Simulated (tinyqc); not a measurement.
Propagation of a band-gap error through k.p and effective-mass formulas: one step. Binding energies and densities for both gaps. Two cases, with inputs chosen for the exercise.

Problem. Use the values of the table.

Donor: R = Ry me/e0^2, a_B = a0 e0/me, Mott density (0.26/a_B)^3. Nc, Nv = 2 (m kT/(4 pi c))^(3/2), c = hbar^2/2m0, ni = sqrt(Nc Nv) exp(-E/2kT). Exciton: Ry mu/e0^2 with 1/mu = 1/me + g1(E). 1 angstrom^-3 = 1e24 cm^-3.

Constants: Ry = 13.60569312 eV; a0 (Bohr radius) = 0.5291772105 angstrom; kB = 8.617333262e-05 eV/K; hbar^2/2m0 = 3.80998211 eV angstrom^2.

Give: a table of quantity, at Eg, at Eg2, ratio.

Case 1.

Values chosen (reference values near those of GaSb, gap at low temperature; the results hold for these values, not for the real material):
- mh = 0.46 m0 (density-of-states mass of the holes)
- T = 77 K (temperature)
- Eg = 0.811 eV (gap at Gamma to the s-like level)
- Eg2 = 0.284 eV (a wrong gap)

Band values at the two gaps:
```
quantity        at Eg     at Eg2    ratio
me          0.0351809  0.0139454  0.39639
g*           -8.50241   -43.2030        -
g1            13.3600    33.5714  2.51283
g2            4.69000    14.7957  3.15473
light hole  0.0439754  0.0158321  0.36002
heavy hole   0.251256   0.251256  1.00000
ei            14.6300    19.0128  1.29957
e0            15.5200    19.9028  1.28240
```

Solution.

Results:
```
quantity                  at Eg     at Eg2     ratio
R (meV)                   1.987     0.4790     0.241
a_B (angstrom)            233.4      755.2      3.24
Mott density (cm^-3)  1.382e+15  4.080e+13    0.0295
Nc (cm^-3)            2.153e+16  5.374e+15     0.250
ni (cm^-3)            4.264e-10  3.757e+07  8.81e+16
exciton (meV)             1.352     0.3262     0.241
```

Power laws carry the error on: the donor energy (me/e0^2) by a factor of 0.241, the Mott density (cube of me/e0) by 0.0295. ni, with its exponential, changes by a factor of 8.81e+16, that is 16.9 decades.

Case 2.

Values chosen (reference values near those of InAs, gap at low temperature; the results hold for these values, not for the real material):
- mh = 0.48 m0 (density-of-states mass of the holes)
- T = 400 K (temperature)
- Eg = 0.418 eV (gap at Gamma to the s-like level)
- Eg2 = 0.803 eV (a wrong gap, of the size a hybrid with far too much exact exchange can give)

Band values at the two gaps:
```
quantity        at Eg     at Eg2    ratio
me          0.0223459  0.0397065  1.77691
g*           -14.8042   -3.92683        -
g1            20.0800    11.7450  0.58491
g2            8.54000    4.37251  0.51200
light hole  0.0269107  0.0488042  1.81356
heavy hole   0.333333   0.333333  1.00000
ei            12.2000    10.5400  0.86394
e0            15.1900    13.5300  0.89072
```

Solution.

Results:
```
quantity                  at Eg     at Eg2    ratio
R (meV)                   1.318      2.951     2.24
a_B (angstrom)            359.7      180.3    0.501
Mott density (cm^-3)  3.776e+14  2.998e+15     7.94
Nc (cm^-3)            1.291e+17  3.057e+17     2.37
ni (cm^-3)            2.996e+15  1.731e+13  0.00578
exciton (meV)            0.9095      2.013     2.21
```

Power laws carry the error on: the donor energy (me/e0^2) by a factor of 2.24, the Mott density (cube of me/e0) by 7.94. ni, with its exponential, changes by a factor of 0.00578, that is 2.2 decades.

Computed by tinyqc, one run a case: `OMP_NUM_THREADS=1 python tinyqc.py N N+1 out.jsonl` with N = 1850028, 1850031; one thread of a shared Intel(R) Xeon(R) Processor @ 2.30GHz, about 0.01 s a run at most.
